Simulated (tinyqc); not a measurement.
Worked calculation: correction of a charged-defect supercell by a model charge and potential alignment (plane-averaged potentials). Computed by tinyqc, a small Python program that keeps every step. Command: `OMP_NUM_THREADS=1 python tinyqc.py 3111475 3111476 out.jsonl align walk`. One thread of a shared host (Intel(R) Xeon(R) Processor @ 2.30GHz), about 0.01 s of CPU time with the checks. Intermediate numbers are printed to about 6 digits and carried at full precision; extremes and crossings named in words are read from the listed rows.

The "true" defect charge is (1 - x) q in a Gaussian of width sigma plus x q in one of width sigma_t, so the exact answer is known; the correction sees only a single model Gaussian of width sigma_m. A Gaussian of width s has the transform rho(G) = exp(-G^2 s^2/2), normalised to 1. A uniform background cancels q, so G = 0 is left out. Potentials are those felt by a unit positive charge. E_0 is the formation energy of the isolated defect, E_cell its value in the supercell, E_lat = E_iso - E_per of the model charge, C the true less the model potential far from the defect; the exact correction is E_0 - E_cell, and the error of a scheme is E_cell plus its correction less E_0.

Inputs (values chosen for the exercise, with screening close to that of 4H-SiC):
```
quantity                                     value      unit
defect charge q                                 -3         e
dielectric constant eps                         10         -
edge of the cubic cell L                      13.3  angstrom
width sigma of the true defect charge         0.94  angstrom
width sigma_m of the model charge             0.85  angstrom
share x of the charge in a wide tail          0.11         -
width sigma_t of the tail                      1.7  angstrom
formation energy of the isolated defect E_0   3.35        eV
```

Constants: e^2/(4 pi eps_0) = 14.39964548 eV angstrom.

## The supercell energy and its true error

Periodic energy E_per = (2 pi q^2/(eps L^3)) (e^2/(4 pi eps_0)) sum_(G != 0) rho(G)^2/G^2, G = (2 pi/L)(n1, n2, n3), |n_i| <= 16. Isolated energy: two Gaussians of charges q_a, q_b and widths a, b interact by q_a q_b (e^2/(4 pi eps_0 eps)) sqrt(2/pi)/sqrt(a^2 + b^2), and the self-energy is half the sum over pairs. Supercell value E_cell = E_0 + E_per - E_iso for the true charge.

E_iso, true charge = 3.62779 eV

E_per, true charge = 2.28366 eV

E_cell = 2.00587 eV

exact correction = 1.34413 eV

## Lattice energy of the model charge

E_lat = E_iso - E_per for the model charge; point-charge value alpha q^2 e^2/(4 pi eps_0 eps 2 L) with alpha = 2.837297.

E_iso, model = 4.30101 eV

E_per, model = 2.94367 eV

E_lat = 1.35734 eV

point-charge value = 1.38235 eV

## Plane-averaged potentials

Plane-averaged potential at distance z from the defect: V(z) = (4 pi q/(eps L^3)) (e^2/(4 pi eps_0 e)) sum_(m != 0) rho(G_m) cos(G_m z)/G_m^2, G_m = 2 pi m/L, |m| <= 40.

Potentials (V):
```
z/L   z (angstrom)       true      model  difference
0.00         0.000  -0.227555  -0.244404   0.0168490
0.05         0.665  -0.206314  -0.219188   0.0128739
0.10         1.330  -0.152977  -0.158212   0.0052347
0.15         1.995  -0.087713  -0.087436  -0.0002770
0.20         2.660  -0.024720  -0.021878  -0.0028420
0.25         3.325   0.030337   0.034184  -0.0038468
0.30         3.990   0.075878   0.080099  -0.0042215
0.35         4.655   0.111462   0.115813  -0.0043513
0.40         5.320   0.136932   0.141323  -0.0043911
0.45         5.985   0.152228   0.156629  -0.0044017
0.50         6.650   0.157328   0.161731  -0.0044037
```

The difference moves by 0.01 mV between z/L = 0.4 and 0.5: a plateau.

## Alignment and corrected energy

C = difference at z = L/2; E_corr = E_cell + E_lat - q C. For charges that have died out at L/2, C = (2 pi q/(eps L^3)) (e^2/(4 pi eps_0 e)) (<s^2> - sigma_m^2), <s^2> = (1 - x) sigma^2 + x sigma_t^2.

alignment C = -0.00440372 V

C, closed form = -0.00440492 V

E_corr = 3.35000 eV

error with alignment (rounded to 1e-4 meV) = 0.0036 meV

error without alignment = 13.2148 meV

error with the point-charge term alone = 38.2213 meV

error without correction = -1344.13 meV

Errors are measured against E_0. Alignment cuts the error of the model charge from 13 to 0.0036 meV.

## Errors against cell size

Schemes: none; point-charge term alpha q^2 e^2/(4 pi eps_0 eps 2 L), alpha = 2.837297; E_lat of the model; E_lat - q C with C at z = L/2.

Error against E_0 (meV):
```
L (angstrom)      none  point charge  model charge  model and alignment
9.31          -1863.36       111.426       38.5202             0.650379
11.30         -1564.69        62.320       21.5465             0.055392
13.30         -1344.13        38.221       13.2148             0.003624
16.00         -1127.12        21.953        7.5902             0.000059
```

Between the last two rows the uncorrected error scales as L^-0.95 and the point-charge remainder as L^-3.00. With alignment the error is +0.7 meV in the smallest cell and 0.00 meV in the largest.

Checks made by the program: E_lat against the point-charge value less 2 pi q^2 sigma_m^2 e^2/(4 pi eps_0 eps L^3) (relative difference 2e-07).
